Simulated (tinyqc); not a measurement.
Ideality from Voc and Vmp.

Question. An ideal cell J = Jsc - J0 (exp(V/(n Vt)) - 1) has exp((Voc - Vmp)/(n Vt)) = 1 + Vmp/(n Vt) at maximum power. Find n, J0 and FF.

Parameters, values chosen for the exercise:
```
symbol  value  unit      meaning
T         273     K  temperature
```

Constants: q = 1.602176634e-19 C, kB = 1.380649e-23 J/K, Vt = kB T/q. Results are converted to the units shown.

Jsc = 27 mA/cm^2
Voc = 1.0058016 V
Vmp = 0.87649515 V

Solution. With a = n Vt, a ln(1 + Vmp/a) rises steadily with a, so Voc - Vmp fixes it; J0 follows from Voc.

n = 1.780
J0 = 1.000e-12 A/cm^2
FF = 0.8317

tinyqc, about 0.01 s, one thread, Intel Xeon 2.30GHz (shared host): `OMP_NUM_THREADS=1 python tinyqc.py 2280034 2280035 out.jsonl`
